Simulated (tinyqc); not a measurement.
Inside a calculation (part 1 of 2). Method: UKS/PBE0 in the sto-6g basis, for BeH, spin multiplicity 2. Computed by tinyqc, a small Python program that keeps every step (integrals from PySCF). Settings: charge = 0, multiplicity = 2, basis = sto-6g, energy threshold = 1e-08, iteration cap = 84, orthogonalisation = symmetric, start = Wolfsberg-Helmholz matrix, DIIS depth = 8, method = UKS, functional = pbe0, grid = [30, 50]. Command: `OMP_NUM_THREADS=1 python tinyqc.py 27092 27093 out.jsonl` (the two numbers bound the seeds that draw the settings). One thread of a shared host (Intel(R) Xeon(R) Processor @ 2.60GHz), about 2 s of CPU time with the checks. Later iterations appear only in the table of the cycle.

## One-electron integrals

Geometry (angstrom):
```
atom         x         y         z
Be    0.000000  0.000000  0.000000
H     0.000000  0.000000  1.658000
```

Basis sto-6g: exponents (1/bohr^2) and contraction coefficients of normalised primitives:
```
element  l (shell)    exponent  coefficient
Be           s (1)  312.870494     0.009164
Be           s (1)   57.364463     0.049361
Be           s (1)   16.048509     0.168538
Be           s (1)    5.513096     0.370563
Be           s (1)    2.140897     0.416492
Be           s (1)    0.881739     0.130334
Be           s (2)   13.633247    -0.013253
Be           s (2)    2.698375    -0.046992
Be           s (2)    0.838653    -0.033785
Be           s (2)    0.322660     0.250242
Be           s (2)    0.140131     0.595117
Be           s (2)    0.064233     0.240706
Be           p (3)   13.633247     0.003760
Be           p (3)    2.698375     0.037679
Be           p (3)    0.838653     0.173897
Be           p (3)    0.322660     0.418036
Be           p (3)    0.140131     0.425860
Be           p (3)    0.064233     0.101708
H            s (1)   35.523221     0.009164
H            s (1)    6.513144     0.049361
H            s (1)    1.822143     0.168538
H            s (1)    0.625955     0.370563
H            s (1)    0.243077     0.416492
H            s (1)    0.100112     0.130334
```

Overlap, kinetic and nuclear-attraction integrals over the contracted functions; the nuclear repulsion is the sum of Za Zb / Rab.

nuclear repulsion = 1.27666396 hartree

overlap S, lower triangle:
```
           1Be 1s    1Be 2s   1Be 2px   1Be 2py   1Be 2pz     2H 1s
1Be 1s   1.000000
1Be 2s   0.254764  1.000000
1Be 2px  0.000000  0.000000  1.000000
1Be 2py  0.000000  0.000000  0.000000  1.000000
1Be 2pz  0.000000  0.000000  0.000000  0.000000  1.000000
2H 1s    0.035435  0.340261  0.000000  0.000000  0.423775  1.000000
```

kinetic energy T (hartree), lower triangle:
```
            1Be 1s    1Be 2s   1Be 2px   1Be 2py   1Be 2pz     2H 1s
1Be 1s    6.768753
1Be 2s   -0.207382  0.220121
1Be 2px   0.000000  0.000000  0.661265
1Be 2py   0.000000  0.000000  0.000000  0.661265
1Be 2pz   0.000000  0.000000  0.000000  0.000000  0.661265
2H 1s    -0.011101  0.029498  0.000000  0.000000  0.104166  0.768522
```

nuclear attraction V (hartree), lower triangle:
```
             1Be 1s     1Be 2s    1Be 2px    1Be 2py    1Be 2pz      2H 1s
1Be 1s   -15.033957
1Be 2s    -1.732045  -2.610968
1Be 2px    0.000000   0.000000  -2.583400
1Be 2py    0.000000   0.000000   0.000000  -2.583400
1Be 2pz   -0.012382  -0.112893   0.000000   0.000000  -2.665811
2H 1s     -0.262339  -0.826732   0.000000   0.000000  -1.015202  -2.513596
```

core Hamiltonian H = T + V (hartree), lower triangle:
```
            1Be 1s     1Be 2s    1Be 2px    1Be 2py    1Be 2pz      2H 1s
1Be 1s   -8.265204
1Be 2s   -1.939428  -2.390847
1Be 2px   0.000000   0.000000  -1.922135
1Be 2py   0.000000   0.000000   0.000000  -1.922135
1Be 2pz  -0.012382  -0.112893   0.000000   0.000000  -2.004545
2H 1s    -0.273440  -0.797234   0.000000   0.000000  -0.911036  -1.745074
```

## Two-electron integrals

Functions are numbered as in S; the eight-fold symmetry (ij|kl) = (ji|kl) = (kl|ij) leaves the list below.

Two-electron integrals (ij|kl) in chemists' order, unique and non-zero (hartree):
```
(11|11) 2.299996   (21|11) 0.361879   (21|21) 0.071926   (22|11) 0.570332
(22|21) 0.139654   (22|22) 0.417773   (31|31) 0.015252   (32|31) 0.022555
(32|32) 0.092340   (33|11) 0.570332   (33|21) 0.139654   (33|22) 0.417773
(33|33) 0.450117   (41|41) 0.015252   (42|41) 0.022555   (42|42) 0.092340
(43|43) 0.024258   (44|11) 0.570332   (44|21) 0.139654   (44|22) 0.417773
(44|33) 0.401601   (44|44) 0.450117   (51|51) 0.015252   (52|51) 0.022555
(52|52) 0.092340   (53|53) 0.024258   (54|54) 0.024258   (55|11) 0.570332
(55|21) 0.139654   (55|22) 0.417773   (55|33) 0.401601   (55|44) 0.401601
(55|55) 0.450117   (61|11) 0.051289   (61|21) 0.009921   (61|22) 0.019266
(61|33) 0.019107   (61|44) 0.019107   (61|51) 0.000987   (61|52) 0.001941
(61|55) 0.019585   (61|61) 0.001448   (62|11) 0.147273   (62|21) 0.036777
(62|22) 0.122779   (62|33) 0.117890   (62|44) 0.117890   (62|51) 0.005063
(62|52) 0.031855   (62|55) 0.132557   (62|61) 0.005651   (62|62) 0.057837
(63|31) 0.003213   (63|32) 0.015391   (63|53) 0.005250   (63|63) 0.004719
(64|41) 0.003213   (64|42) 0.015391   (64|54) 0.005250   (64|64) 0.004719
(65|11) 0.166909   (65|21) 0.042140   (65|22) 0.146610   (65|33) 0.138058
(65|44) 0.138058   (65|51) 0.008097   (65|52) 0.049422   (65|55) 0.163712
(65|61) 0.006745   (65|62) 0.078042   (65|65) 0.107837   (66|11) 0.318373
(66|21) 0.080968   (66|22) 0.302905   (66|33) 0.281860   (66|44) 0.281860
(66|51) 0.012002   (66|52) 0.100153   (66|55) 0.344998   (66|61) 0.012743
(66|62) 0.188229   (66|65) 0.267946   (66|66) 0.774999
```

## Orthogonalisation

S = U s U^T; symmetric (Loewdin) form X = U s^(-1/2) U^T, so that X^T S X = 1.

eigenvalues of S: 0.440223  0.799777  1.000000  1.000000  1.178994  1.581006

X, lower triangle:
```
            1Be 1s     1Be 2s   1Be 2px   1Be 2py    1Be 2pz     2H 1s
1Be 1s    1.026479
1Be 2s   -0.139713   1.084703
1Be 2px   0.000000   0.000000  1.000000
1Be 2py   0.000000   0.000000  0.000000  1.000000
1Be 2pz  -0.008300   0.071650  0.000000  0.000000   1.086810
2H 1s     0.021026  -0.216702  0.000000  0.000000  -0.263675  1.143645
```

## Starting guess

The start is the generalised Wolfsberg-Helmholz matrix (K = 1.75) built on H; D(s) = C_occ C_occ^T for each spin.

D(alpha) at the start, lower triangle:
```
            1Be 1s    1Be 2s    1Be 2px   1Be 2py   1Be 2pz     2H 1s
1Be 1s    0.990456
1Be 2s    0.003023  0.125038
1Be 2px   0.000000  0.000000   0.499180
1Be 2py   0.000000  0.000000  -0.499999  0.500820
1Be 2pz  -0.062519  0.184884   0.000000  0.000000  0.277906
2H 1s    -0.073681  0.178432   0.000000  0.000000  0.269110  0.260770
```

D(beta) at the start, lower triangle:
```
            1Be 1s    1Be 2s   1Be 2px   1Be 2py   1Be 2pz     2H 1s
1Be 1s    0.990456
1Be 2s    0.003023  0.125038
1Be 2px   0.000000  0.000000  0.000000
1Be 2py   0.000000  0.000000  0.000000  0.000000
1Be 2pz  -0.062519  0.184884  0.000000  0.000000  0.277906
2H 1s    -0.073681  0.178432  0.000000  0.000000  0.269110  0.260770
```

## Iteration 1: exchange-correlation on the grid

Becke grid with 30 radial and 50 angular points per atom, points of zero weight dropped. rho = sum D_ij phi_i phi_j; V_xc,ij = sum w v_xc phi_i phi_j plus the gradient terms; v_xc is d(rho eps)/d rho(s) for spin s at fixed gradient. Exact exchange is left to K.

The 8 grid points with the largest w rho, of 2982 (bohr, atomic units):
```
x                  y         z         w  rho(alpha)  rho(beta)     eps_xc  v_xc(alpha)
-0.568205   0.568205  1.704615  0.262058    0.033995   0.028580  -0.269434    -0.357796
0.568205   -0.568205  1.704615  0.262058    0.033995   0.028580  -0.269434    -0.357796
-0.568205  -0.568205  1.704615  0.262058    0.028580   0.028580  -0.261173    -0.340701
0.568205    0.568205  1.704615  0.262058    0.028580   0.028580  -0.261173    -0.340701
-0.683702   0.683702  2.051106  0.274294    0.027729   0.024482  -0.254471    -0.336616
0.683702   -0.683702  2.051106  0.274294    0.027729   0.024482  -0.254471    -0.336616
1.309190   -1.309190  1.309190  0.533503    0.018891   0.006985  -0.213187    -0.281554
-1.309190   1.309190  1.309190  0.533503    0.018891   0.006985  -0.213187    -0.281554
```

electrons on the grid, sum of w rho = 4.999814

E_xc = sum of w rho eps_xc = -2.40812715 hartree

V_xc(alpha) (hartree), lower triangle:
```
            1Be 1s     1Be 2s    1Be 2px    1Be 2py    1Be 2pz      2H 1s
1Be 1s   -1.121392
1Be 2s   -0.146696  -0.245189
1Be 2px   0.000000   0.000000  -0.242343
1Be 2py   0.000000   0.000000   0.034361  -0.242448
1Be 2pz  -0.003176  -0.042810   0.000000   0.000000  -0.250786
2H 1s    -0.022054  -0.097908   0.000000   0.000000  -0.127872  -0.329106
```

V_xc(beta) (hartree), lower triangle:
```
            1Be 1s     1Be 2s    1Be 2px    1Be 2py    1Be 2pz      2H 1s
1Be 1s   -1.113745
1Be 2s   -0.141526  -0.207854
1Be 2px   0.000000   0.000000  -0.193552
1Be 2py   0.000000   0.000000   0.009245  -0.193582
1Be 2pz  -0.003379  -0.049346   0.000000   0.000000  -0.236416
2H 1s    -0.021533  -0.094382   0.000000   0.000000  -0.126907  -0.328621
```

## Iteration 1: building the Kohn-Sham matrix

J_ij = sum D_kl (ij|kl) with D = D(alpha) + D(beta), K_ij = sum D_kl (ik|jl) for each spin; F = H + J - 0.25 K(s) + V_xc; E = tr D H + tr D J / 2 - 0.125 sum_s tr D(s) K(s) + E_xc + E_nn.

Coulomb J (hartree), lower triangle:
```
           1Be 1s    1Be 2s    1Be 2px   1Be 2py   1Be 2pz     2H 1s
1Be 1s   6.026130
1Be 2s   1.080834  2.283664
1Be 2px  0.000000  0.000000   2.259099
1Be 2py  0.000000  0.000000  -0.024258  2.259178
1Be 2pz  0.031164  0.190246   0.000000  0.000000  2.332717
2H 1s    0.155231  0.758534   0.000000  0.000000  0.940919  2.075286
```

exchange K(alpha) (hartree), lower triangle:
```
            1Be 1s    1Be 2s    1Be 2px   1Be 2py   1Be 2pz     2H 1s
1Be 1s    2.305608
1Be 2s    0.408429  0.312946
1Be 2px   0.000000  0.000000   0.279444
1Be 2py   0.000000  0.000000  -0.212929  0.280142
1Be 2pz  -0.001917  0.181860   0.000000  0.000000  0.308814
2H 1s     0.059826  0.239737   0.000000  0.000000  0.309793  0.483007
```

exchange K(beta) (hartree), lower triangle:
```
            1Be 1s    1Be 2s   1Be 2px   1Be 2py   1Be 2pz     2H 1s
1Be 1s    2.290356
1Be 2s    0.385874  0.220607
1Be 2px   0.000000  0.000000  0.042605
1Be 2py   0.000000  0.000000  0.000000  0.042605
1Be 2pz  -0.001917  0.181860  0.000000  0.000000  0.284556
2H 1s     0.056613  0.224346  0.000000  0.000000  0.304542  0.478288
```

F(alpha) (hartree), lower triangle:
```
            1Be 1s     1Be 2s   1Be 2px   1Be 2py    1Be 2pz      2H 1s
1Be 1s   -3.936869
1Be 2s   -1.107397  -0.430609
1Be 2px   0.000000   0.000000  0.024760
1Be 2py   0.000000   0.000000  0.063335  0.024561
1Be 2pz   0.016085  -0.010922  0.000000  0.000000   0.000182
2H 1s    -0.155220  -0.196542  0.000000  0.000000  -0.175438  -0.119645
```

F(beta) (hartree), lower triangle:
```
            1Be 1s     1Be 2s    1Be 2px   1Be 2py    1Be 2pz      2H 1s
1Be 1s   -3.925408
1Be 2s   -1.096588  -0.370190
1Be 2px   0.000000   0.000000   0.132761
1Be 2py   0.000000   0.000000  -0.015013  0.132811
1Be 2pz   0.015882  -0.017459   0.000000  0.000000   0.020617
2H 1s    -0.153895  -0.189168   0.000000  0.000000  -0.173160  -0.117981
```

total energy of this density = -14.97706588 hartree

## Iteration 1: diagonalisation and new density

Diagonalise F' = X^T F X, C = X C', fill 3 alpha and 2 beta electrons from the bottom; D(s) = C_occ C_occ^T. Each column has its largest component positive (the first on a tie).

F' = X^T F X (alpha) (hartree), lower triangle:
```
           1          2         3         4          5         6
1  -3.844732
2  -0.598841  -0.167039
3   0.000000   0.000000  0.024760
4   0.000000   0.000000  0.063335  0.024561
5   0.005502   0.058718  0.000000  0.000000   0.096037
6  -0.003428  -0.164378  0.000000  0.000000  -0.212333  0.025989
```

orbital energies (alpha) (hartree): MO1 -3.940042, MO2 -0.223513, MO3 -0.059053, MO4 -0.038675, MO5 0.087996, MO6 0.332863

coefficients C (alpha):
```
               MO1        MO2        MO3        MO4       MO5        MO6
1Be 1s    0.991928  -0.176276  -0.211203   0.000000  0.000000   0.118694
1Be 2s    0.030648   0.546204   0.784433   0.000000  0.000000  -0.577562
1Be 2px   0.000000   0.000000   0.000000  -0.706550  0.707663   0.000000
1Be 2py   0.000000   0.000000   0.000000   0.707663  0.706550   0.000000
1Be 2pz  -0.002372   0.247046  -0.580988   0.000000  0.000000  -0.925904
2H 1s    -0.004199   0.575609  -0.308350   0.000000  0.000000   0.999213
```

F' = X^T F X (beta) (hartree), lower triangle:
```
           1          2          3         4          5         6
1  -3.834574
2  -0.597206  -0.103289
3   0.000000   0.000000   0.132761
4   0.000000   0.000000  -0.015013  0.132811
5   0.006164   0.054447   0.000000  0.000000   0.117994
6  -0.003590  -0.167282   0.000000  0.000000  -0.213942  0.026621
```

orbital energies (beta) (hartree): MO1 -3.928088, MO2 -0.205159, MO3 -0.012130, MO4 0.117772, MO5 0.147799, MO6 0.352128

coefficients C (beta):
```
               MO1        MO2        MO3       MO4        MO5        MO6
1Be 1s    0.992679  -0.146281  -0.225330  0.000000   0.000000   0.126916
1Be 2s    0.027886   0.436354   0.828762  0.000000   0.000000  -0.608410
1Be 2px   0.000000   0.000000   0.000000  0.707696  -0.706517   0.000000
1Be 2py   0.000000   0.000000   0.000000  0.706517   0.707696   0.000000
1Be 2pz  -0.002516   0.286389  -0.569335  0.000000   0.000000  -0.921800
2H 1s    -0.003582   0.634647  -0.218378  0.000000   0.000000   0.987103
```

D(alpha) after iteration 1, lower triangle:
```
            1Be 1s     1Be 2s   1Be 2px   1Be 2py   1Be 2pz     2H 1s
1Be 1s    1.059602
1Be 2s   -0.231557   0.914614
1Be 2px   0.000000   0.000000  0.000000
1Be 2py   0.000000   0.000000  0.000000  0.000000
1Be 2pz   0.076805  -0.320881  0.000000  0.000000  0.398584
2H 1s    -0.040507   0.072392  0.000000  0.000000  0.321359  0.426424
```

D(beta) after iteration 1, lower triangle:
```
            1Be 1s    1Be 2s   1Be 2px   1Be 2py   1Be 2pz     2H 1s
1Be 1s    1.006809
1Be 2s   -0.036148  0.191183
1Be 2px   0.000000  0.000000  0.000000
1Be 2py   0.000000  0.000000  0.000000  0.000000
1Be 2pz  -0.044391  0.124897  0.000000  0.000000  0.082025
2H 1s    -0.096393  0.276831  0.000000  0.000000  0.181765  0.402789
```

## Iteration 2: exchange-correlation on the grid

As before.

The 8 grid points with the largest w rho, of 2982 (bohr, atomic units):
```
x                  y         z         w  rho(alpha)  rho(beta)     eps_xc  v_xc(alpha)
-0.683702   0.683702  2.051106  0.274294    0.023782   0.022482  -0.245322    -0.316758
-0.683702  -0.683702  2.051106  0.274294    0.023782   0.022482  -0.245322    -0.316758
0.683702    0.683702  2.051106  0.274294    0.023782   0.022482  -0.245322    -0.316758
0.683702   -0.683702  2.051106  0.274294    0.023782   0.022482  -0.245322    -0.316758
-0.568205   0.568205  1.704615  0.262058    0.024875   0.023269  -0.248037    -0.324778
-0.568205  -0.568205  1.704615  0.262058    0.024875   0.023269  -0.248037    -0.324778
0.568205    0.568205  1.704615  0.262058    0.024875   0.023269  -0.248037    -0.324778
0.568205   -0.568205  1.704615  0.262058    0.024875   0.023269  -0.248037    -0.324778
```

electrons on the grid, sum of w rho = 4.999767

E_xc = sum of w rho eps_xc = -2.43587116 hartree

V_xc(alpha) (hartree), lower triangle:
```
            1Be 1s     1Be 2s    1Be 2px    1Be 2py    1Be 2pz      2H 1s
1Be 1s   -1.127309
1Be 2s   -0.144056  -0.247364
1Be 2px   0.000000   0.000000  -0.231337
1Be 2py   0.000000   0.000000   0.000000  -0.231337
1Be 2pz   0.001925   0.002451   0.000000   0.000000  -0.279479
2H 1s    -0.021384  -0.095548   0.000000   0.000000  -0.126341  -0.350962
```

V_xc(beta) (hartree), lower triangle:
```
            1Be 1s     1Be 2s    1Be 2px    1Be 2py    1Be 2pz      2H 1s
1Be 1s   -1.115057
1Be 2s   -0.140058  -0.204832
1Be 2px   0.000000   0.000000  -0.196593
1Be 2py   0.000000   0.000000   0.000000  -0.196593
1Be 2pz  -0.001524  -0.042197   0.000000   0.000000  -0.221315
2H 1s    -0.021096  -0.093610   0.000000   0.000000  -0.126328  -0.347166
```

## Iteration 2: building the Kohn-Sham matrix

As before.

Coulomb J (hartree), lower triangle:
```
           1Be 1s    1Be 2s   1Be 2px   1Be 2py   1Be 2pz     2H 1s
1Be 1s   5.984530
1Be 2s   1.063342  2.245703
1Be 2px  0.000000  0.000000  2.208505
1Be 2py  0.000000  0.000000  0.000000  2.208505
1Be 2pz  0.013514  0.119765  0.000000  0.000000  2.320104
2H 1s    0.151596  0.745415  0.000000  0.000000  0.927651  2.117058
```

exchange K(alpha) (hartree), lower triangle:
```
           1Be 1s     1Be 2s   1Be 2px   1Be 2py   1Be 2pz     2H 1s
1Be 1s   2.339885
1Be 2s   0.373798   0.490378
1Be 2px  0.000000   0.000000  0.107194
1Be 2py  0.000000   0.000000  0.000000  0.107194
1Be 2pz  0.001088  -0.048460  0.000000  0.000000  0.427284
2H 1s    0.057333   0.235785  0.000000  0.000000  0.309466  0.574661
```

exchange K(beta) (hartree), lower triangle:
```
            1Be 1s    1Be 2s   1Be 2px   1Be 2py   1Be 2pz     2H 1s
1Be 1s    2.301043
1Be 2s    0.373588  0.245529
1Be 2px   0.000000  0.000000  0.045080
1Be 2py   0.000000  0.000000  0.000000  0.045080
1Be 2pz  -0.001968  0.165877  0.000000  0.000000  0.197052
2H 1s     0.053784  0.255544  0.000000  0.000000  0.279517  0.551173
```

F(alpha) (hartree), lower triangle:
```
            1Be 1s     1Be 2s   1Be 2px   1Be 2py    1Be 2pz      2H 1s
1Be 1s   -3.992955
1Be 2s   -1.113591  -0.515102
1Be 2px   0.000000   0.000000  0.028235
1Be 2py   0.000000   0.000000  0.000000  0.028235
1Be 2pz   0.002784   0.021438  0.000000  0.000000  -0.070741
2H 1s    -0.157561  -0.206313  0.000000  0.000000  -0.187092  -0.122644
```

F(beta) (hartree), lower triangle:
```
            1Be 1s     1Be 2s   1Be 2px   1Be 2py    1Be 2pz      2H 1s
1Be 1s   -3.970992
1Be 2s   -1.109540  -0.411358
1Be 2px   0.000000   0.000000  0.078507
1Be 2py   0.000000   0.000000  0.000000  0.078507
1Be 2pz   0.000099  -0.076795  0.000000  0.000000   0.044981
2H 1s    -0.156386  -0.209315  0.000000  0.000000  -0.179592  -0.112975
```

total energy of this density = -15.13569570 hartree

## Iteration 2: DIIS over 2 matrices

error matrix X^T (FDS - SDF) X (alpha):
```
           1         2         3         4          5          6
1   0.000000  0.002454  0.000000  0.000000   0.005616  -0.003632
2  -0.002454  0.000000  0.000000  0.000000  -0.006744  -0.006563
3   0.000000  0.000000  0.000000  0.000000   0.000000   0.000000
4   0.000000  0.000000  0.000000  0.000000   0.000000   0.000000
5  -0.005616  0.006744  0.000000  0.000000   0.000000  -0.025004
6   0.003632  0.006563  0.000000  0.000000   0.025004   0.000000
```

B (overlaps of the stored error matrices):
```
                1               2
1   4.3395886e-02  -8.4679330e-03
2  -8.4679330e-03   6.3913370e-03
```

Minimise |sum c_i e_i|^2 with sum c_i = 1: solve [B -1; -1 0][c; lambda] = [0; -1] with B_ij = tr e_i^T e_j summed over both spins, and take F = sum c_i F_i.

DIIS coefficients: 0.222701  0.777299

extrapolated F(alpha) (hartree), lower triangle:
```
            1Be 1s     1Be 2s   1Be 2px   1Be 2py    1Be 2pz      2H 1s
1Be 1s   -3.980465
1Be 2s   -1.112211  -0.496286
1Be 2px   0.000000   0.000000  0.027461
1Be 2py   0.000000   0.000000  0.014105  0.027417
1Be 2pz   0.005746   0.014231  0.000000  0.000000  -0.054947
2H 1s    -0.157040  -0.204137  0.000000  0.000000  -0.184497  -0.121976
```

extrapolated F(beta) (hartree), lower triangle:
```
            1Be 1s     1Be 2s    1Be 2px   1Be 2py    1Be 2pz      2H 1s
1Be 1s   -3.960841
1Be 2s   -1.106656  -0.402190
1Be 2px   0.000000   0.000000   0.090589
1Be 2py   0.000000   0.000000  -0.003343  0.090601
1Be 2pz   0.003614  -0.063581   0.000000  0.000000   0.039555
2H 1s    -0.155831  -0.204829   0.000000  0.000000  -0.178160  -0.114090
```
